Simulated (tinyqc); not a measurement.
# MOS structure on a p-type body, non-linear Poisson equation by Newton steps: what changes with what

One dimension, insulator interface at x = 0, acceptor density Na, uniform, net doping C = -(acceptor density). psi is counted from the intrinsic level: n = ni exp((psi - Vb)/Vt), p = ni exp(-psi/Vt); deep in the body psi_b = -Vt ln(Na/ni). The gate acts through Cox = eps0 eox/tox and has the potential psi_G = Vg - (phiM - chi - Vt ln(Nc/ni)). Boltzmann statistics, full ionisation, classical densities, no oxide or interface charge.

Values chosen for this exercise; band and dielectric values close to those of silicon: temperature T = 300 K; band gap Eg = 1.14 eV; relative permittivity eps_r = 11.5; conduction-band density of states at T Nc = 2.8e19 cm^-3; valence-band density of states at T Nv = 2.65e19 cm^-3; electron affinity chi = 4.11 eV; acceptor density deep in the body Na = 2.8e17 cm^-3; relative permittivity of the gate insulator (close to aluminium oxide) eox = 8.76; insulator thickness tox = 18 nm; gate work function phiM = 4.63 eV; electron quasi-Fermi potential against the body Vb = 1.4 V.

Constants: q = 1.602176634e-19 C, kB = 1.380649e-23 J/K, Vt = kB T/q, eps0 = 8.8541878128e-14 F/cm where lengths are in cm. Results are converted to the units shown.

Each table varies one quantity; the others keep the values above.

## Charge and capacitance against gate voltage

ni = sqrt(Nc Nv) exp(-Eg/(2 Vt)), Eg in volts. The Poisson equation d/dx(eps0 eps_r dpsi/dx) = -q (p - n + C), with eps0 eps_r dpsi/dx = -Cox (psi_G - psi_0) at x = 0, is solved on a mesh of about 600 nodes or more. N_inv is the integral of n less its value deep in the body. C_LF = Cox (1 - dpsi_0/dVg) with all carriers following; C_HF is the same with the electron quasi-Fermi level shifting uniformly so that N_inv stays fixed. The centroid is that of the same excess.

Result of one run:

| Vg (V) | psi_0 - psi_b (V) | N_inv (cm^-2) | C_LF/Cox | C_HF/Cox | centroid (nm) |
|---|---|---|---|---|---|
| 2.71 | 2.18 | 1.55e8 | 0.194 | 0.193 | 0.600 |

What becomes of these results when the gate voltage against the body Vg is changed from 2.71 to 3.57 V, all else the same?

Result of the changed run:

| Vg (V) | psi_0 - psi_b (V) | N_inv (cm^-2) | C_LF/Cox | C_HF/Cox | centroid (nm) |
|---|---|---|---|---|---|
| 3.57 | 2.43 | 1.51e12 | 0.948 | 0.185 | 0.506 |

The whole series:

| Vg (V) | psi_0 - psi_b (V) | N_inv (cm^-2) | C_LF/Cox | C_HF/Cox | centroid (nm) |
|---|---|---|---|---|---|
| 2.57 | 2.07 | 2.03e6 | 0.197 | 0.197 | 0.617 |
| 2.71 | 2.18 | 1.55e8 | 0.194 | 0.193 | 0.600 |
| 2.85 | 2.29 | 1.07e10 | 0.278 | 0.189 | 0.585 |
| 3 | 2.37 | 1.73e11 | 0.724 | 0.187 | 0.567 |
| 3.14 | 2.39 | 4.62e11 | 0.864 | 0.186 | 0.551 |
| 3.28 | 2.41 | 7.90e11 | 0.911 | 0.186 | 0.535 |
| 3.43 | 2.42 | 1.16e12 | 0.935 | 0.185 | 0.519 |
| 3.57 | 2.43 | 1.51e12 | 0.948 | 0.185 | 0.506 |

N_inv goes from 2.03e6 to 1.51e12 cm^-2 and passes 2e11 cm^-2 at Vg = 3.01 V. Below threshold it takes 74.4 mV a decade between Vg = 2.57 and 2.71 V, against Vt ln 10 = 59.5 mV. C_LF/Cox is lowest, 0.194, at Vg = 2.71 V among the rows listed and ends at 0.948, while C_HF/Cox ends at 0.185. Between the last two rows q dN_inv/dVg is 0.933 Cox. Where the classical centroid is under about 2 nm, confinement would move the charge away from the interface and raise the threshold.

## Effect of the electron quasi-Fermi potential against the body on threshold, swing and body effect

VT is the Vg at which N_inv = 2e11 cm^-2. m = 1/(dpsi_0/dVg) at N_inv = 1e8 cm^-2; the swing is the Vg between N_inv = 1e8 and 1e9 cm^-2; body coefficient [VT(Vb + 0.05 V) - VT(Vb)]/0.05 V - 1.

Effect of the electron quasi-Fermi potential against the body on threshold, swing and body effect:

| Vb (V) | VT (V) | psi_0 - psi_b at VT (V) | m - 1 | swing (mV/decade) | body coefficient |
|---|---|---|---|---|---|
| 0 | 1.21 | 0.958 | 0.412 | 85.3 | 0.378 |
| 0.3 | 1.61 | 1.26 | 0.346 | 81.1 | 0.326 |
| 0.6 | 2.01 | 1.56 | 0.305 | 78.5 | 0.291 |
| 0.9 | 2.39 | 1.87 | 0.275 | 76.6 | 0.266 |
| 1.2 | 2.77 | 2.17 | 0.253 | 75.2 | 0.246 |
| 1.5 | 3.14 | 2.47 | 0.235 | 74.1 | 0.230 |
| 1.8 | 3.51 | 2.77 | 0.221 | 73.2 | 0.216 |

As Vb goes from 0 to 1.8, VT rises from 1.21 to 3.51 V, the swing falls from 85.3 to 73.2 mV/decade and the body coefficient falls from 0.378 to 0.216. The swing stays within 1.5 % of m Vt ln 10, and the body coefficient within 0.034 of m - 1.

tinyqc, about 0.5 s, one thread, Intel Xeon 2.30GHz (shared host): `OMP_NUM_THREADS=1 python tinyqc.py 2080113 2080114 out.jsonl`
